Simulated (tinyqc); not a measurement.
Inside a calculation. Model: liquidus of a compound AB in a simple-solution melt, liquid-phase epitaxy and vapour pressures. Computed by tinyqc, a small Python program that keeps every step. Command: `OMP_NUM_THREADS=1 python tinyqc.py 3011067 3011068 out.jsonl liq35 walk`. One thread of a shared host (Intel(R) Xeon(R) Processor @ 2.30GHz), about 0.05 s of CPU time with the checks. Intermediate numbers are printed to about 6 digits and carried at full precision; extremes and crossings named in words are read from the listed rows.

x is the atom fraction of B in the melt. The melt is a simple solution: R T ln gamma_B = W (1 - x)^2, R T ln gamma_A = W x^2, W = a + b T. The solid AB is stoichiometric.

Inputs (values chosen for the exercise, modelled on GaSb for the melt):
```
quantity                                 value       unit
melting point T_F                          983          K
entropy of fusion S_F                     65.8  J/(mol K)
interaction a                             20.4     kJ/mol
interaction slope b                      -26.3  J/(mol K)
saturation temperature T                   835          K
step dT                                    4.4          K
cooling rate c                            0.38      K/min
growth time t                              5.8        min
diffusivity in the melt D                5e-05     cm^2/s
molar volume of the melt V_L                12   cm^3/mol
lattice constant a0                      6.096   angstrom
melt depth w                                 9         mm
heat of evaporation of A                   242     kJ/mol
entropy of evaporation of A                105  J/(mol K)
heat of evaporation of B as (1/2) B2      99.4     kJ/mol
entropy of evaporation of B as (1/2) B2   67.3  J/(mol K)
```

Growth programme: step cooling.

Constants: R = 8.314462618 J/(mol K); N_A = 6.02214076e+23 1/mol; k_B = 8.617333262e-05 eV/K.

## Solubility on the A-rich side

Liquidus (Vieland): f(x) = R T ln[4 x (1 - x)] + 2 W (1/2 - x)^2 + S_F (T_F - T) = 0. Newton steps with f' = (1 - 2x)[R T/(x (1 - x)) - 2 W], from the dilute estimate x = (1/4) exp[-(S_F (T_F - T) + W/2)/(R T)]; stop below 1e-13; f under 1e-6 shown as 0.

W = -1.5605 kJ/mol

Newton steps:
```
step          x     f (J/mol)  f' (J/mol)
1     0.0687956  -2.94903e+02     96152.0
2     0.0718627  -6.76803e+00     91801.3
3     0.0719364  -3.68988e-03     91701.2
4     0.0719364             0     91701.1
```

solubility x = 0.0719364

The dilute estimate is 0.956 of the root. An ideal melt (W = 0) would dissolve x = 0.0658; the B-rich branch lies at 1 - x.

## Slope of the liquidus

dx/dT = -(df/dT)/f', df/dT = R ln[4 x (1 - x)] + 2 b (1/2 - x)^2 - S_F, f' = (1 - 2x)[R T/(x (1 - x)) - 2 W]. Concentrations: C_L = x N_A/V_L in the melt, C_S = 4/a0^3 in the solid; m = dT/dC_L.

dx/dT = 9.42368e-04 1/K

C_L = 3.61009e+21 1/cm^3

C_S = 1.76573e+22 1/cm^3

slope m = 2.11451e-20 K cm^3

apparent heat of solution k_B T^2 d ln x/dT = 0.787077 eV

## Layer thickness

Semi-infinite melt (Hsieh): step d = 2 dT sqrt(D t/pi)/(C_S m); ramp d = (4/3) c sqrt(D/pi) t^(3/2)/(C_S m); supercooling is their sum. A melt of depth w can give at most w (undercooling)/(C_S m).

thickness d = 17.5407 micrometre

largest thickness from this melt = 106.062 micrometre

sqrt(D t)/w = 0.146566

The layer uses 17 % of what the melt could give.

## Three programmes

The formulas are those given above.

Thickness (micrometre):
```
t (min)     step         ramp  supercooling  sqrt(D t) (mm)
0.2       3.2572  3.75075e-02        3.2947         0.24495
0.5       5.1501  1.48261e-01        5.2984         0.38730
1.0       7.2834  4.19347e-01        7.7027         0.54772
2.0      10.3003  1.18609e+00       11.4864         0.77460
5.0      16.2861  4.68844e+00       20.9746         1.22474
10.0     23.0321  1.32609e+01       36.2930         1.73205
20.0     32.5723  3.75075e+01       70.0798         2.44949
```

Step cooling goes as t^(1/2), ramp cooling as t^(3/2); they are equal at t = 3 dT/(2 c) = 17.4 min. The local exponent of their sum runs from 0.52 to 0.95. Rows with sqrt(D t) above about half the depth of 9 mm are overestimates.

## Vapour pressures and congruent evaporation

Over the A-rich liquidus: p_A = gamma_A (1 - x) exp(S_A/R - H_A/(R T)), p_B2 = [gamma_B x exp(S_B/R - H_B/(R T))]^2, in bar. Free evaporation is congruent while the A flux over this liquidus is at least the B flux; with A and B2 taken as equal in mass for the estimate, T_c solves p_A = 2 p_B2.

log10 p_A = -9.68676

log10 p_B2 = -7.85959

congruent temperature T_c = 559.117 K

T is above T_c: in vacuum B leaves faster and droplets of A form unless a B flux is supplied.

## The liquidus

The formulas are those given above.

Solubility; ideal: W = 0; dilute: (1/4) exp[-(S_F (T_F - T) + W/2)/(R T)]:
```
T (K)            x        ideal       dilute  W (kJ/mol)
492    3.73258e-05  9.28953e-05  3.73193e-05      7.4604
570    4.57573e-04  8.09085e-04  4.56886e-04      5.4090
649    3.14876e-03  4.27568e-03  3.12671e-03      3.3313
727    1.41397e-02  1.56503e-02  1.38577e-02      1.2799
806    4.85116e-02  4.60963e-02  4.66683e-02     -0.7978
885    1.33397e-01  1.17999e-01  1.26534e-01     -2.8755
944    2.59971e-01  2.35954e-01  2.39018e-01     -4.4272
973    3.77368e-01  3.60254e-01  3.17630e-01     -5.1899
```

x over the ideal value is 0.40 in the first row and 1.05 in the last, and lies between 0.40 and 1.13: W > 0 lowers the solubility and W < 0 raises it, by about exp(-W/(2 R T)) when dilute. The dilute form is within 5 % in 5 of the eight rows. Near T_F the liquidus closes as a parabola about x = 1/2.

Checks made by the program: x against bracketed root finding (relative difference below 1e-10).
